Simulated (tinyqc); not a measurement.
Inside a calculation. Method: RKS/B3LYP (VWN-RPA form) in the 3-21g basis, for H2, spin multiplicity 1. One step of it, computed by the program tinyqc.

Problem. Iteration 1: diagonalisation and new density. Diagonalise F' = X^T F X, C = X C', fill 1 alpha and 1 beta electrons from the bottom; D = 2 C_occ C_occ^T. Each column has its largest component positive (the first on a tie).

Kohn-Sham matrix F (hartree), lower triangle:
```
,1H 1s,1H 2s,2H 1s,2H 2s
1H 1s,0.177252
1H 2s,-0.313046,-0.196027
2H 1s,-0.231789,-0.254271,0.177252
2H 2s,-0.254271,-0.222352,-0.313046,-0.196027
```

X, lower triangle:
```
,1H 1s,1H 2s,2H 1s,2H 2s
1H 1s,1.239004
1H 2s,-0.483589,1.562217
2H 1s,-0.001151,0.023479,1.239004
2H 2s,0.023479,-0.569266,-0.483589,1.562217
```

Give: F' = X^T F X; orbital energies; coefficients C; D after iteration 1.

Solution.

F' = X^T F X (hartree), lower triangle:
```
,1,2,3,4
1,0.592
2,-0.526,0.223
3,-0.118,-0.070,0.592
4,-0.070,-0.129,-0.526,0.223
```

orbital energies (hartree): MO1 -0.341, MO2 0.041, MO3 0.909, MO4 1.021

coefficients C:
```
,MO1,MO2,MO3,MO4
1H 1s,0.254,0.198,0.899,-0.927
1H 2s,0.375,1.043,-0.677,1.145
2H 1s,0.254,-0.198,0.899,0.927
2H 2s,0.375,-1.043,-0.677,-1.145
```

D after iteration 1, lower triangle:
```
,1H 1s,1H 2s,2H 1s,2H 2s
1H 1s,0.129
1H 2s,0.190,0.281
2H 1s,0.129,0.190,0.129
2H 2s,0.190,0.281,0.190,0.281
```
